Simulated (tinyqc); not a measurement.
# Junction parameters from two forward currents

Inverse problem. D(v) = J1 (exp(v/Vt) - 1) + J2 (exp(v/(2 Vt)) - 1). Find J1, J2 and the voltage 2 Vt ln(J2/J1) near which both parts are equal.

Values chosen for this exercise: temperature T = 300 K.

Constants: q = 1.602176634e-19 C, kB = 1.380649e-23 J/K, Vt = kB T/q. Results are converted to the units shown.

junction voltages (V): [0.25, 0.6]
currents (uA/um): [7.6282166e-6, 0.015332507]

Answer. The current is linear in J1 and J2, so two points give two equations.

J1 = 7.20e-13 uA/um
J2 = 6.10e-8 uA/um
crossover = 0.587 V

Computed by the program tinyqc: `OMP_NUM_THREADS=1 python tinyqc.py 2182086 2182087 out.jsonl`, one thread of a shared Intel Xeon 2.30GHz, about 0.2 s for the whole run.
